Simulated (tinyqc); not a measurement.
Worked calculation: tight binding, kagome lattice. One step of it, computed by the program tinyqc.

Problem. Bloch Hamiltonian at K. H_AB = -t1 - t2 exp(-i k.a1), H_AC = -t1 - t2 exp(-i k.a2), H_BC = -t1 - t2 exp(i k.(a1 - a2)), H_CC = delta.

Parameters chosen for this model:

| parameter | value | unit |
|---|---|---|
| t1 | 0.950000 | eV, up triangles |
| t2 | 0.950000 | eV, down triangles |
| delta | 0 | eV on site C |

k point K (fractions of the reciprocal vectors): 0.333333  0.666667

Give: H(k) at K.

Solution.

H(k) at K (eV), lower triangle (Hermitian):
```
                 A                B       C
A           0.0000
B  -0.4750-0.8227i           0.0000
C  -0.4750+0.8227i  -0.4750-0.8227i  0.0000
```
